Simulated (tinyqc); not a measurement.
# Gain factor and gap resistance from two string resistances

Problem. At small bit-line voltage each of the 96 cells has the resistance 1/(K x) at overdrive x (no mobility reduction) in series with a gap resistance Rg. Find K, Rg and the share of the gaps at the higher overdrive.

resistance of a string of 96 equal cells at overdrives of 3.5 and 8 V (kohm): [2803.5918, 2252.5714]

Answer. The resistance per cell is a straight line in 1/x with slope 1/K and intercept Rg.

K = 28.0 uA/V^2
Rg = 19.0 kohm
share of the gaps = 81.0 %

Computed by the program tinyqc: `OMP_NUM_THREADS=1 python tinyqc.py 2142184 2142185 out.jsonl`, one thread of a shared Intel Xeon 2.30GHz, about 1 s for the whole run.
